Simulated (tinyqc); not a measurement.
Conduction-band offset of an n-N heterojunction from carrier-profile moments: an error in the interface position.

Layer 1 (x < 0) accumulates electrons and layer 2 (x > 0) is depleted. Boltzmann statistics. The bands bend down by V1 in layer 1 and up by V2 in layer 2, with V1 + V2 = VD = dE + Vt ln[(N2/Nc2)/(N1/Nc1)].

A C-V profile smears n(x) but keeps its zeroth and first moments: si = -int (N - n) dx, VD = (q/(eps0 eps_r)) int (N - n) x dx, dE = VD - Vt ln[(N2/Nc2)/(N1/Nc1)]. With the step of N placed at xi and the moment taken about xi, VD changes by (q/(eps0 eps_r)) [si xi + (N2 - N1) xi^2/2] and si by (N2 - N1) xi.

Values chosen for this exercise; values of the order of III-V alloys:
```
symbol   value   unit                               meaning
eps_r     13.1         relative permittivity of both layers
N1      2.6e15  cm^-3              donor density in layer 1
N2      2.5e16  cm^-3              donor density in layer 2
si           0  cm^-2         fixed charge at the interface
```

Constants: q = 1.602176634e-19 C, eps0 = 8.8541878128e-14 F/cm where lengths are in cm. Results are converted to the units shown.

Results:

| xi (nm) | error of si (cm^-2) | error of dE (meV) |
|---|---|---|
| -30 | -6.720e10 | 13.92 |
| -22.5 | -5.040e10 | 7.832 |
| -15 | -3.360e10 | 3.481 |
| -7.5 | -1.680e10 | 0.8702 |
| 0 | 0 | 0 |
| 7.5 | 1.680e10 | 0.8702 |
| 22.5 | 5.040e10 | 7.832 |
| 30 | 6.720e10 | 13.92 |

Estimate the missing row, xi = 15 nm.

Computed row:

| xi (nm) | error of si (cm^-2) | error of dE (meV) |
|---|---|---|
| 15 | 3.360e10 | 3.481 |

With this row back in the table: Among the rows the error of dE lies between 0 and 13.9 meV, quadratic in xi, since without interface charge the first-order term vanishes; the error of si is linear, 2.24e9 cm^-2 a nanometre.

Computed by the program tinyqc: `OMP_NUM_THREADS=1 python tinyqc.py 2410139 2410140 out.jsonl`, one thread of a shared Intel Xeon 2.30GHz, about 0.1 s for the whole run.
